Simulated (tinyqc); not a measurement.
Inside a calculation. Method: coupled-perturbed Hartree-Fock on RHF in the 6-31g basis, for H4, spin multiplicity 1. One step of it, computed by the program tinyqc.

Question. Coupled step 2. U_ai = -(mu_ai + sum_bj [4 (ai|bj) - (ab|ij) - (aj|bi)] U_bj) / (e_a - e_i); alpha = -4 sum U_ai mu_ai.

U after step 1, order a3, a4, a5, a6, a7, a8:
$$\begin{pmatrix}
0.000000 & 3.742119 \\
-0.643295 & 0.000000 \\
0.000000 & -0.093656 \\
-0.028370 & 0.000000 \\
0.000000 & 0.017775 \\
0.011116 & 0.000000
\end{pmatrix}$$

dipole integrals <a|z|i> (bohr), order a3, a4, a5, a6, a7, a8:
$$\begin{pmatrix}
0.000000 & -1.777056 \\
0.390700 & 0.000000 \\
0.000000 & -0.020595 \\
-0.088161 & 0.000000 \\
0.000000 & 0.105732 \\
-0.033011 & 0.000000
\end{pmatrix}$$

orbital energies (hartree): MO1 -0.634202, MO2 -0.460876, MO3 0.121315, MO4 0.366023, MO5 0.875930, MO6 1.047347, MO7 1.227670, MO8 1.300989

Two-electron integrals over orbitals (pq|rs), unique and non-zero (hartree):
```
(11|11) 0.456397    (21|21) 0.155379    (22|11) 0.410498    (22|22) 0.410606
(31|11) -0.064367   (31|22) -0.005911   (31|31) 0.075458    (32|21) 0.068421
(32|32) 0.075553    (33|11) 0.365867    (33|22) 0.353067    (33|31) -0.016325
(33|33) 0.337426    (41|21) 0.038632    (41|32) -0.022504   (41|41) 0.044192
(42|11) 0.077150    (42|22) 0.039576    (42|31) -0.052697   (42|33) 0.020751
(42|42) 0.053797    (43|21) -0.094098   (43|32) -0.059081   (43|41) -0.005944
(43|43) 0.088679    (44|11) 0.337111    (44|22) 0.325169    (44|31) -0.016200
(44|33) 0.310755    (44|42) 0.021077    (44|44) 0.303820    (51|11) 0.069969
(51|22) 0.070043    (51|31) -0.001835   (51|33) 0.045292    (51|42) 0.016668
(51|44) 0.037913    (51|51) 0.046329    (52|21) 0.063151    (52|32) 0.026753
(52|41) 0.017769    (52|43) -0.025869   (52|52) 0.050073    (53|11) 0.018806
(53|22) 0.029215    (53|31) 0.012035    (53|33) 0.017634    (53|42) -0.002150
(53|44) 0.003083    (53|51) 0.006618    (53|53) 0.023830    (54|21) 0.032601
(54|32) 0.009049    (54|41) 0.011476    (54|43) -0.028817   (54|52) 0.011857
(54|54) 0.020390    (55|11) 0.382440    (55|22) 0.368894    (55|31) -0.022306
(55|33) 0.327583    (55|42) 0.042801    (55|44) 0.300984    (55|51) 0.056252
(55|53) 0.027215    (55|55) 0.352036    (61|21) 0.036487    (61|32) 0.034667
(61|41) -0.005820   (61|43) -0.016411   (61|52) 0.036280    (61|54) 0.001905
(61|61) 0.036404    (62|11) 0.041566    (62|22) 0.068468    (62|31) 0.033590
(62|33) 0.043850    (62|42) -0.011429   (62|44) 0.024952    (62|51) 0.039918
(62|53) 0.027014    (62|55) 0.052917    (62|62) 0.064550    (63|21) 0.053544
(63|32) 0.034586    (63|41) 0.005286    (63|43) -0.023886   (63|52) 0.038159
(63|54) -0.000907   (63|61) 0.033685    (63|63) 0.041239    (64|11) -0.037429
(64|22) -0.030880   (64|31) 0.009805    (64|33) -0.022800   (64|42) -0.012723
(64|44) -0.013345   (64|51) -0.006935   (64|53) -0.011198   (64|55) -0.029222
(64|62) -0.008931   (64|64) 0.012790    (65|21) 0.128681    (65|32) 0.086837
(65|41) 0.006783    (65|43) -0.083899   (65|52) 0.057469    (65|54) 0.017888
(65|61) 0.049564    (65|63) 0.061262    (65|65) 0.142940    (66|11) 0.363732
(66|22) 0.390404    (66|31) 0.029973    (66|33) 0.338032    (66|42) 0.008319
(66|44) 0.298567    (66|51) 0.066508    (66|53) 0.049354    (66|55) 0.360636
(66|62) 0.097767    (66|64) -0.030841   (66|66) 0.424327    (71|11) 0.037810
(71|22) 0.001466    (71|31) -0.046503   (71|33) 0.008345    (71|42) 0.032199
(71|44) 0.021298    (71|51) 0.010941    (71|53) -0.026924   (71|55) 0.005157
(71|62) -0.028524   (71|64) 0.002801    (71|66) -0.038390   (71|71) 0.053136
(72|21) -0.023347   (72|32) -0.041808   (72|41) 0.019632    (72|43) 0.008322
(72|52) -0.019871   (72|54) 0.012814    (72|61) -0.031338   (72|63) -0.033276
(72|65) -0.051734   (72|72) 0.046823    (73|11) -0.084966   (73|22) -0.079085
(73|31) 0.009620    (73|33) -0.054586   (73|42) -0.022293   (73|44) -0.038975
(73|51) -0.043045   (73|53) -0.011802   (73|55) -0.067081   (73|62) -0.038333
(73|64) 0.014813    (73|66) -0.077657   (73|71) -0.008419   (73|73) 0.048352
(74|21) 0.021748    (74|32) -0.017025   (74|41) 0.029280    (74|43) 0.005860
(74|52) 0.023901    (74|54) 0.004847    (74|61) 0.006751    (74|63) 0.012371
(74|65) 0.001055    (74|72) 0.009576    (74|74) 0.034225    (75|11) 0.048694
(75|22) -0.005826   (75|31) -0.071574   (75|33) 0.002772    (75|42) 0.051195
(75|44) 0.012465    (75|51) -0.005852   (75|53) -0.021589   (75|55) 0.009625
(75|62) -0.048910   (75|64) -0.006097   (75|66) -0.057277   (75|71) 0.054600
(75|73) 0.000830    (75|75) 0.087058    (76|21) -0.099630   (76|32) -0.081001
(76|41) 0.006398    (76|43) 0.067622    (76|52) -0.056287   (76|54) -0.013573
(76|61) -0.054625   (76|63) -0.058131   (76|65) -0.120974   (76|72) 0.053327
(76|74) 0.000716    (76|76) 0.115049    (77|11) 0.412988    (77|22) 0.389655
(77|31) -0.033972   (77|33) 0.350089    (77|42) 0.050672    (77|44) 0.322586
(77|51) 0.076147    (77|53) 0.023061    (77|55) 0.370790    (77|62) 0.063230
(77|64) -0.030259   (77|66) 0.374499    (77|71) 0.022251    (77|73) -0.084811
(77|75) 0.018367    (77|77) 0.406708    (81|21) -0.029732   (81|32) 0.025823
(81|41) -0.039778   (81|43) 0.017454    (81|52) -0.018422   (81|54) -0.024499
(81|61) 0.007197    (81|63) 0.004516    (81|65) 0.007802    (81|72) -0.037705
(81|74) -0.032333   (81|76) -0.012433   (81|81) 0.061764    (82|11) -0.046776
(82|22) -0.012498   (82|31) 0.044213    (82|33) -0.016578   (82|42) -0.032423
(82|44) -0.026818   (82|51) -0.017895   (82|53) 0.019175    (82|55) -0.016727
(82|62) 0.016009    (82|64) -0.000312   (82|66) 0.021298    (82|71) -0.047181
(82|73) 0.013675    (82|75) -0.048807   (82|77) -0.036524   (82|82) 0.046939
(83|21) 0.055745    (83|32) 0.005923    (83|41) 0.030451    (83|43) -0.022596
(83|52) 0.032340    (83|54) 0.013516    (83|61) 0.013532    (83|63) 0.021389
(83|65) 0.035438    (83|72) 0.001785    (83|74) 0.029539    (83|76) -0.026673
(83|81) -0.032586   (83|83) 0.037414    (84|11) -0.101669   (84|22) -0.067633
(84|31) 0.046532    (84|33) -0.049640   (84|42) -0.047558   (84|44) -0.043178
(84|51) -0.037755   (84|53) 0.003813    (84|55) -0.064125   (84|62) -0.008058
(84|64) 0.013725    (84|66) -0.037038   (84|71) -0.040078   (84|73) 0.042613
(84|75) -0.045211   (84|77) -0.086165   (84|82) 0.042247    (84|84) 0.064854
(85|21) -0.040799   (85|32) 0.021182    (85|41) -0.043254   (85|43) 0.017817
(85|52) -0.011544   (85|54) -0.019328   (85|61) 0.013584    (85|63) 0.003763
(85|65) -0.003869   (85|72) -0.032823   (85|74) -0.030160   (85|76) -0.014446
(85|81) 0.050792    (85|83) -0.033173   (85|85) 0.058758    (86|11) 0.007065
(86|22) 0.023563    (86|31) 0.022062    (86|33) 0.018294    (86|42) -0.014296
(86|44) 0.011266    (86|51) 0.018029    (86|53) 0.010515    (86|55) 0.014744
(86|62) 0.032250    (86|64) 0.000176    (86|66) 0.041733    (86|71) -0.015074
(86|73) -0.014471   (86|75) -0.032879   (86|77) 0.022160    (86|82) 0.008745
(86|84) 0.003139    (86|86) 0.020800    (87|21) -0.125719   (87|32) -0.032856
(87|41) -0.049786   (87|43) 0.080703    (87|52) -0.058676   (87|54) -0.040774
(87|61) -0.024094   (87|63) -0.036153   (87|65) -0.090779   (87|72) -0.007930
(87|74) -0.036679   (87|76) 0.067559    (87|81) 0.064325    (87|83) -0.061988
(87|85) 0.064525    (87|87) 0.140584    (88|11) 0.462185    (88|22) 0.397428
(88|31) -0.088880   (88|33) 0.357766    (88|42) 0.094074    (88|44) 0.343401
(88|51) 0.083115    (88|53) -0.003604   (88|55) 0.382415    (88|62) 0.025999
(88|64) -0.032064   (88|66) 0.332699    (88|71) 0.078455    (88|73) -0.093438
(88|75) 0.087711    (88|77) 0.431091    (88|82) -0.084516   (88|84) -0.132248
(88|86) -0.002346   (88|88) 0.523887
```

Give: U after step 2; polarisability.

Answer.

U after step 2, order a3, a4, a5, a6, a7, a8:
$$\begin{pmatrix}
0.000 & 3.940 \\
-0.732 & 0.000 \\
0.000 & -0.132 \\
-0.060 & 0.000 \\
0.000 & 0.049 \\
0.006 & 0.000
\end{pmatrix}$$

polarisability = 29.096 bohr^3
